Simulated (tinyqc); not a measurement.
RHF in the 6-31g basis, for H4, spin multiplicity 1, step by step. One step of it, computed by the program tinyqc.

Problem. Iteration 1: diagonalisation and new density. A level shift of 0.5 hartree raises the virtual space: F + shift (S - S D(s) S), with D(s) the density of one spin (D/2). Diagonalise F' = X^T F X, C = X C', fill 2 alpha and 2 beta electrons from the bottom; D = 2 C_occ C_occ^T. Each column has its largest component positive (the first on a tie).

Fock matrix F (hartree):
```
           1H 1s      1H 2s      2H 1s      2H 2s      3H 1s      3H 2s      4H 1s      4H 2s
1H 1s   0.029736  -0.447520  -0.441267  -0.435207  -0.037487  -0.145513  -0.006912  -0.040385
1H 2s  -0.447520  -0.311162  -0.445145  -0.364953  -0.118475  -0.199656  -0.040385  -0.093014
2H 1s  -0.441267  -0.445145   0.005154  -0.482508  -0.179913  -0.270644  -0.037487  -0.118475
2H 2s  -0.435207  -0.364953  -0.482508  -0.390719  -0.270644  -0.293348  -0.145513  -0.199656
3H 1s  -0.037487  -0.118475  -0.179913  -0.270644   0.005154  -0.482508  -0.441267  -0.445145
3H 2s  -0.145513  -0.199656  -0.270644  -0.293348  -0.482508  -0.390719  -0.435207  -0.364953
4H 1s  -0.006912  -0.040385  -0.037487  -0.145513  -0.441267  -0.435207   0.029736  -0.447520
4H 2s  -0.040385  -0.093014  -0.118475  -0.199656  -0.445145  -0.364953  -0.447520  -0.311162
```

X:
```
           1H 1s      1H 2s      2H 1s      2H 2s      3H 1s      3H 2s      4H 1s      4H 2s
1H 1s   1.278672  -0.481082  -0.133803   0.002197  -0.011815   0.103069  -0.009263  -0.041685
1H 2s  -0.481082   2.111058   0.132019  -1.412359  -0.013820   0.556995  -0.041685  -0.215846
2H 1s  -0.133803   0.132019   1.299081  -0.639195   0.016415   0.096257  -0.011815  -0.013820
2H 2s   0.002197  -1.412359  -0.639195   3.021350   0.096257  -1.486283   0.103069   0.556995
3H 1s  -0.011815  -0.013820   0.016415   0.096257   1.299081  -0.639195  -0.133803   0.132019
3H 2s   0.103069   0.556995   0.096257  -1.486283  -0.639195   3.021350   0.002197  -1.412359
4H 1s  -0.009263  -0.041685  -0.011815   0.103069  -0.133803   0.002197   1.278672  -0.481082
4H 2s  -0.041685  -0.215846  -0.013820   0.556995   0.132019  -1.412359  -0.481082   2.111058
```

D at the start:
```
           1H 1s      1H 2s      2H 1s      2H 2s      3H 1s      3H 2s      4H 1s      4H 2s
1H 1s   0.271476   0.304602  -0.004644  -0.012487  -0.007273   0.010490  -0.002888  -0.002450
1H 2s   0.304602   0.343385   0.011295   0.003803   0.004452   0.025529  -0.002450  -0.000303
2H 1s  -0.004644   0.011295   0.275726   0.289740  -0.007253   0.000592  -0.007273   0.004452
2H 2s  -0.012487   0.003803   0.289740   0.306133   0.000592   0.008280   0.010490   0.025529
3H 1s  -0.007273   0.004452  -0.007253   0.000592   0.275726   0.289740  -0.004644   0.011295
3H 2s   0.010490   0.025529   0.000592   0.008280   0.289740   0.306133  -0.012487   0.003803
4H 1s  -0.002888  -0.002450  -0.007273   0.010490  -0.004644  -0.012487   0.271476   0.304602
4H 2s  -0.002450  -0.000303   0.004452   0.025529   0.011295   0.003803   0.304602   0.343385
```

overlap S:
```
          1H 1s     1H 2s     2H 1s     2H 2s     3H 1s     3H 2s     4H 1s     4H 2s
1H 1s  1.000000  0.658292  0.381220  0.477888  0.002707  0.068883  0.000019  0.009258
1H 2s  0.658292  1.000000  0.477888  0.821624  0.068883  0.249400  0.009258  0.072089
2H 1s  0.381220  0.477888  1.000000  0.658292  0.085598  0.272974  0.002707  0.068883
2H 2s  0.477888  0.821624  0.658292  1.000000  0.272974  0.582466  0.068883  0.249400
3H 1s  0.002707  0.068883  0.085598  0.272974  1.000000  0.658292  0.381220  0.477888
3H 2s  0.068883  0.249400  0.272974  0.582466  0.658292  1.000000  0.477888  0.821624
4H 1s  0.000019  0.009258  0.002707  0.068883  0.381220  0.477888  1.000000  0.658292
4H 2s  0.009258  0.072089  0.068883  0.249400  0.477888  0.821624  0.658292  1.000000
```

Give: F' = X^T F X; orbital energies; coefficients C; D after iteration 1.

Solution.

F' = X^T F X (hartree):
```
         1        2        3        4        5        6        7        8
1   0.9885  -0.6783  -0.4232  -0.2204   0.0143   0.0607  -0.0223  -0.0282
2  -0.6783   0.6358  -0.1387  -0.3441  -0.0077  -0.0823  -0.0282   0.0059
3  -0.4232  -0.1387   0.9939  -0.7476  -0.0578  -0.1272   0.0143  -0.0077
4  -0.2204  -0.3441  -0.7476   0.8288  -0.1272  -0.3273   0.0607  -0.0823
5   0.0143  -0.0077  -0.0578  -0.1272   0.9939  -0.7476  -0.4232  -0.1387
6   0.0607  -0.0823  -0.1272  -0.3273  -0.7476   0.8288  -0.2204  -0.3441
7  -0.0223  -0.0282   0.0143   0.0607  -0.4232  -0.2204   0.9885  -0.6783
8  -0.0282   0.0059  -0.0077  -0.0823  -0.1387  -0.3441  -0.6783   0.6358
```

orbital energies (hartree): MO1 -0.6356, MO2 -0.2529, MO3 0.5312, MO4 0.8057, MO5 1.3042, MO6 1.4982, MO7 1.7975, MO8 1.8458

coefficients C:
```
          MO1      MO2      MO3      MO4      MO5      MO6      MO7      MO8
1H 1s  0.1744   0.2465   0.1984  -0.0058   0.6289  -0.8225   0.4485  -0.7022
1H 2s  0.1671   0.2713   0.9275  -1.6026  -0.5763   0.1607  -1.4443   1.0417
2H 1s  0.2187   0.1963  -0.1522   0.2422   0.5201  -0.2851  -0.9658   0.8299
2H 2s  0.2155   0.2230  -0.7388   2.0778  -0.2988   1.2194   2.5534  -1.0077
3H 1s  0.2187  -0.1963  -0.1522  -0.2422   0.5201   0.2851   0.9658   0.8299
3H 2s  0.2155  -0.2230  -0.7388  -2.0778  -0.2988  -1.2194  -2.5534  -1.0077
4H 1s  0.1744  -0.2465   0.1984   0.0058   0.6289   0.8225  -0.4485  -0.7022
4H 2s  0.1671  -0.2713   0.9275   1.6026  -0.5763  -0.1607   1.4443   1.0417
```

D after iteration 1:
```
         1H 1s    1H 2s    2H 1s    2H 2s    3H 1s    3H 2s    4H 1s    4H 2s
1H 1s   0.1823   0.1920   0.1731   0.1851  -0.0205  -0.0348  -0.0607  -0.0755
1H 2s   0.1920   0.2031   0.1796   0.1930  -0.0334  -0.0490  -0.0755  -0.0914
2H 1s   0.1731   0.1796   0.1728   0.1818   0.0186   0.0067  -0.0205  -0.0334
2H 2s   0.1851   0.1930   0.1818   0.1924   0.0067  -0.0066  -0.0348  -0.0490
3H 1s  -0.0205  -0.0334   0.0186   0.0067   0.1728   0.1818   0.1731   0.1796
3H 2s  -0.0348  -0.0490   0.0067  -0.0066   0.1818   0.1924   0.1851   0.1930
4H 1s  -0.0607  -0.0755  -0.0205  -0.0348   0.1731   0.1851   0.1823   0.1920
4H 2s  -0.0755  -0.0914  -0.0334  -0.0490   0.1796   0.1930   0.1920   0.2031
```
